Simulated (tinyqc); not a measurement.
Thin-film transistor with exponential tail and deep states, accumulation layer: two steps of the calculation.

An undoped film in accumulation, thicker than the space-charge layer. With band bending psi the Fermi level lies E0 - psi below the band edge. Free electrons n = n0 exp(psi/Vt) carry the current; electrons in two exponential distributions of traps, a = a0 exp(psi/Va) and d = d0 exp(psi/Vp), do not. Linear regime, ohmic contacts, traps in equilibrium.

Parameters, values chosen for the exercise; values close to those of amorphous indium gallium zinc oxide:
```
symbol   value     unit                                        meaning
T          300        K                                    temperature
eps_r       10              relative permittivity of the semiconductor
Nc      4.7e18    cm^-3                     density of extended states
Nt      3.1e18    cm^-3                   total density of tail states
Tt         380        K         characteristic temperature of the tail
Nd      9.5e16    cm^-3                   total density of deep states
Td        1410        K  characteristic temperature of the deep states
E0        0.62       eV           bulk Fermi level below the band edge
Ci          17  nF/cm^2                               gate capacitance
Vg          23        V                   gate voltage above flat band
```

Constants: q = 1.602176634e-19 C, kB = 1.380649e-23 J/K, Vt = kB T/q, eps0 = 8.8541878128e-14 F/cm where lengths are in cm. Results are converted to the units shown.

Problem 1. Bulk densities. Va = kB Tt/q, Vp = kB Td/q; n0 = Nc exp(-E0/Vt), a0 = Nt th(T/Tt) exp(-E0/Va), d0 = Nd th(T/Td) exp(-E0/Vp), th(x) = pi x/sin(pi x).

Give: Va; Vp; th(T/Tt); n0; a0; d0.

Solution 1.

Va = 0.032746 V
Vp = 0.12150 V
th(T/Tt) = 4.0380
n0 = 1.8053e8 cm^-3
a0 = 7.4944e10 cm^-3
d0 = 6.2300e14 cm^-3

Problem 2. Surface potential by Newton steps. Va = kB Tt/q, Vp = kB Td/q. G(psi) = sum over the three kinds of c0 [V (exp(psi/V) - 1) - psi], field F = sqrt(2 q G/(eps0 eps_r)); Vg = psi + eps0 eps_r F/Ci at the surface. f = psi + eps0 eps_r F/Ci - Vg, f' = 1 + q rho/(Ci F) with rho = sum c0 (exp(psi/V) - 1); psi(new) = psi - f/f'.

psi after iteration 1 = 0.76427703 V
n0 = 1.8053287e8 cm^-3
a0 = 7.4943580e10 cm^-3
d0 = 6.2299776e14 cm^-3

Find: F; f; f'; psi after iteration 2.

Solution 2.

F = 4882.2 kV/cm
f = 232.05 V
f' = 4388.7
psi after iteration 2 = 0.71140 V

The value that enters this step is an overshoot, farther from the solution than the start was, so its intermediate quantities are not physical.

Computed by the program tinyqc: `OMP_NUM_THREADS=1 python tinyqc.py 2610135 2610136 out.jsonl`, one thread of a shared Intel Xeon 2.30GHz, about 0.03 s for the whole run.
